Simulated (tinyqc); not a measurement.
From results back to parameters: phonon-assisted absorption at an indirect gap. Five cases, with inputs chosen for the exercise.

Problem. One phonon: alpha = A [N (E - Eg + w)^2 + (N + 1)(E - Eg - w)^2], each term only above its threshold, N = 1/(exp(w/kB Tm) - 1). The first two energies lie below the emission threshold and the third above it.

Constants: kB = 8.617333262e-05 eV/K.

Find: slope sqrt(A N); threshold Eg - w; w; Eg; A.

Method. sqrt(alpha) at the first two energies is a line with slope sqrt(A N) and intercept Eg - w. The excess at the third energy is A N exp(w/kB Tm) (E - (Eg - w) - 2w)^2, which has one root w with the emission threshold between the second and third energies.

Case 1.

Values chosen (out of a larger set: loosely those of SiC at room temperature; Eg is not tied to T; not measured data): Es = (3.144, 3.226, 3.294) eV (three photon energies); Tm = 400 K.

alpha at the three energies (1/cm): 0.3524294  5.497778  19.83950

Solution.

slope sqrt(A N) = 21.35 1/(cm^(1/2) eV)
threshold Eg - w = 3.1162 eV
w = 68.8 meV
Eg = 3.185 eV
A = 2.9e+03 1/(cm eV^2)

Case 2.

Values chosen (out of a larger set: loosely those of Si at room temperature; Eg is not tied to T; not measured data): Es = (1.078, 1.148, 1.212) eV (three photon energies); Tm = 300 K.

alpha at the three energies (1/cm): 0.1760458  2.717448  12.52133

Solution.

slope sqrt(A N) = 17.56 1/(cm^(1/2) eV)
threshold Eg - w = 1.0541 eV
w = 58.9 meV
Eg = 1.113 eV
A = 2.7e+03 1/(cm eV^2)

Case 3.

Values chosen (out of a larger set: loosely those of GaP at room temperature; Eg is not tied to T; not measured data): Es = (2.213, 2.269, 2.327) eV (three photon energies); Tm = 250 K.

alpha at the three energies (1/cm): 0.1835017  3.075526  17.35253

Solution.

slope sqrt(A N) = 23.67 1/(cm^(1/2) eV)
threshold Eg - w = 2.1949 eV
w = 46.1 meV
Eg = 2.241 eV
A = 4.2e+03 1/(cm eV^2)

Case 4.

Values chosen (out of a larger set: loosely those of Si at room temperature; Eg is not tied to T; not measured data): Es = (1.071, 1.141, 1.205) eV (three photon energies); Tm = 300 K.

alpha at the three energies (1/cm): 0.1795781  2.842764  13.19245

Solution.

slope sqrt(A N) = 18.03 1/(cm^(1/2) eV)
threshold Eg - w = 1.0475 eV
w = 58.5 meV
Eg = 1.106 eV
A = 2.8e+03 1/(cm eV^2)

Case 5.

Values chosen (out of a larger set: loosely those of Si at room temperature; Eg is not tied to T; not measured data): Es = (1.088, 1.156, 1.218) eV (three photon energies); Tm = 300 K.

alpha at the three energies (1/cm): 0.1779054  2.917124  13.27501

Solution.

slope sqrt(A N) = 18.91 1/(cm^(1/2) eV)
threshold Eg - w = 1.0657 eV
w = 56.3 meV
Eg = 1.122 eV
A = 2.8e+03 1/(cm eV^2)

Computed by tinyqc, one run a case: `OMP_NUM_THREADS=1 python tinyqc.py N N+1 out.jsonl` with N = 1652001, 1652036, 1652165, 1652291, 1652307; one thread of a shared Intel(R) Xeon(R) Processor @ 2.30GHz, about 0.01 s a run at most.
